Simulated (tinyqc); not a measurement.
Threshold for a surface state: Tamm state at the end of a one-band chain.

A half-infinite chain with site energy 0 and hopping -t, band E = -2t cos(ka); the end site has energy D. The surface Green function of the unperturbed half chain is g = (E -/+ sqrt(E^2 - 4t^2))/(2t^2), the root with |t g| <= 1 and Im g <= 0, and with the shift G = g/(1 - D g).

Values chosen for the exercise: t = 1.3 eV (hopping); a = 2.6 angstrom (spacing).

For |D| > t: E = D + t^2/D, weight on the end site 1 - t^2/D^2, decay length of the amplitude a/ln|D/t|; a dash: no bound state. The last column is the surface density -Im G/pi at E = 0.

Against D:
```
D/t    D (eV)   E (eV)  end weight  decay length (angstrom)  density at E = 0 (1/eV)
-3.00  -3.900  -4.3333      0.8889                     2.37                   0.0245
-2.00  -2.600  -3.2500      0.7500                     3.75                   0.0490
-1.40  -1.820  -2.7486      0.4898                     7.73                   0.0827
-1.10  -1.430  -2.6118      0.1736                    27.28                   0.1108
-0.80  -1.040        -           -                        -                   0.1493
0.50    0.650        -           -                        -                   0.1959
0.95    1.235        -           -                        -                   0.1287
1.05    1.365   2.6031      0.0930                    53.29                   0.1165
1.30    1.690   2.6900      0.4083                     9.91                   0.0910
2.50    3.250   3.7700      0.8400                     2.84                   0.0338
```

A state splits off only for |D| > t = 1.3 eV, although in the middle of an endless chain any shift binds one. Just past the threshold, at D/t = 1.05, it lies 3.1 meV outside the band and spreads over 53.3 angstrom; at D/t = -3 it holds 89 % of the end site, and the density left at the band centre has fallen to 0.10 of the clean value.

Computed by tinyqc, a small Python program: `OMP_NUM_THREADS=1 python tinyqc.py 1451733 1451734 out.jsonl` (the numbers bound the seed that draws the inputs); one thread of a shared host (Intel(R) Xeon(R) Processor @ 2.30GHz), about 0.01 s for the whole set of steps.
